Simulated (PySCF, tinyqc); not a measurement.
Starting guesses with plain Roothaan steps: SCF starting guesses in the sto-3g basis, for H3+, spin multiplicity 1. Computed by the program tinyqc with PySCF. RHF with one setting changed at a time; a run stops when the energy changes by less than 1e-09 hartree and the error matrix is below 1e-5. Starts: the lowest orbitals of the core Hamiltonian, of the Wolfsberg-Helmholz matrix (K = 1.75), projected atomic densities, random orbitals, and the highest orbitals of the core Hamiltonian (a deliberately bad start).

Geometry (angstrom):
```
atom,x,y,z
H,0.0000,0.0000,0.0000
H,0.0000,0.0000,1.1540
H,0.0000,0.0000,-1.1540
```

lowest restricted solution found by these runs and by PySCF = -1.150038 hartree

Largest element of the error matrix X^T (FDS - SDF) X:
```
iteration,core,Wolfsberg-Helmholz,atomic densities,random,highest core orbitals
1,1.8e-01,5.3e-02,4.2e-02,4.6e-02,6.1e-02
2,2.2e-02,6.3e-03,1.7e-02,2.1e-01,2.6e-02
3,2.6e-03,7.4e-04,2.0e-03,2.9e-02,3.0e-03
4,3.1e-04,8.7e-05,2.4e-04,2.5e-03,3.6e-04
5,3.6e-05,1.0e-05,2.8e-05,2.5e-04,4.2e-05
6,4.3e-06,1.2e-06,3.3e-06,2.9e-05,4.9e-06
```

How each run ends:
```
run,iterations,E (hartree),state
core,7,-1.150038,lowest found
Wolfsberg-Helmholz,6,-1.150038,lowest found
atomic densities,6,-1.150038,lowest found
random,7,-1.150038,lowest found
highest core orbitals,7,-1.150038,lowest found
```

What does the comparison show, and why?

5 of 5 runs reach the lowest restricted solution found, in 6 to 7 iterations (fastest: Wolfsberg-Helmholz, atomic densities). The first errors are 2e-01, 5e-02, 4e-02, 5e-02, 6e-02. The restricted reference is unstable here: a spin-polarised solution lies 0.0046 hartree lower (PySCF), so results built on it describe a poor reference.
